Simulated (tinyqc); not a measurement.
ESD clamp with bipolar snapback, compact model and design window: course of the iteration: base voltage at the failure current.

The drain junction multiplies the current that enters it: Igen = (M - 1)(Ic + I0), M = 1/(1 - (Vj/BV)^n). The generated holes leave through the substrate resistance and the base of the parasitic npn: Igen = Vb/Rb + Ic/be, Ic = Is exp(Vb/Vt). Terminal current I = Ic + I0 + Igen and voltage V = Vj + I Ro, per width. Isothermal, constant gain.

I(Vb) = Ic (1 + 1/be) + I0 + Vb/Rb, I' = Ic (1 + 1/be)/Vt + 1/Rb; Newton steps on ln I: Vb(new) = Vb - ln(I/It2) I/I'. V follows from the introduction.

Stop when Vb changes by less than 1e-10 V, or after 20 iterations. Vb must stay between 0 and 8 V.

Parameters, values chosen for the exercise; values close to those of grounded-gate n-channel clamps:
```
symbol,value,unit,meaning
T,300,K,temperature
BV,9.2,V,junction breakdown voltage
n,3.6,,exponent of the multiplication
be,11.4,,current gain of the parasitic npn
Is,1.6e-17,A/um,saturation current
I0,2.1e-12,A/um,junction leakage
Rb,17000,ohm um,substrate resistance
Ro,580,ohm um,drain ballast and contact resistance
It2,7.1,mA/um,failure current for 100 ns
```

Constants: q = 1.602176634e-19 C, kB = 1.380649e-23 J/K, Vt = kB T/q. Results are converted to the units shown.

Vb at the start = 0.76 V

Course of the iteration:
```
iteration    Vb (V)  |change| (V)
1          0.902209         0.142
2          0.869596        0.0326
3          0.869531       6.47e-5
4          0.869531      5.48e-10
5          0.869531       < 1e-13
```

Did this iteration meet its convergence test, and what does its course show?

Yes. Converged in 5 iterations. At the end the number of correct digits about doubles with each step.

tinyqc, about 0.02 s, one thread, Intel Xeon 2.30GHz (shared host): `OMP_NUM_THREADS=1 python tinyqc.py 2670107 2670108 out.jsonl`
